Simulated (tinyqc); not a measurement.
## Scale length and length offset from two DIBL values

Question. DIBL = exp(-Le/(2 l)) + 2 exp(-Le/l) with Le = L - dL. Find l, dL and the drawn length for a DIBL of 100 mV/V.

DIBL at drawn lengths 96 and 160 nm (mV/V): 92.291803  13.818083

Answer. With e = exp(-Le/(2 l)), 2 e^2 + e = DIBL gives e and so Le/l at each length; Le/l is a straight line in L with slope 1/l.

l = 18.0 nm
dL = 4.90 nm
length for 100 mV/V = 93.5 nm

Computed by the program tinyqc: `OMP_NUM_THREADS=1 python tinyqc.py 2002048 2002049 out.jsonl`, one thread of a shared Intel Xeon 2.30GHz, about 0.01 s for the whole run.
